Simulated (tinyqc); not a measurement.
Inside a calculation. Method: coherent transport through a tight-binding region between two chains. One step of it, computed by the program tinyqc.

Task: Transmission at E = 0.36 eV. Surface Green function g = (E - i sqrt(4 t^2 - E^2)) / (2 t^2); self-energy tc^2 g on each contact site; G = (E - H - Sigma)^(-1); Gamma = -2 Im Sigma; T = Gamma_L Gamma_R |G_LR|^2; local density of states -Im G_ii / pi.

H of the central region (eV):
$$\begin{pmatrix}
0.570000 & -2.390000 \\
-2.390000 & 0.780000
\end{pmatrix}$$

Leads: semi-infinite chains with site energy 0:
```
parameter                           value
lead hopping t (eV)              1.780000
coupling to the left lead (eV)   0.370000
coupling to the right lead (eV)  1.090000
left contact site                       1
right contact site                      2
```

E = 0.360000 eV

Give: g; G; local density of states; transmission.

Result:

g = 0.0568-0.5589i 1/eV

G (1/eV):
$$\begin{pmatrix}
0.0823-0.1200i & 0.4221-0.0136i \\
0.4221-0.0136i & 0.0380-0.0147i
\end{pmatrix}$$

local density of states (1/eV): [0.0382, 0.0047]

transmission = 0.0362
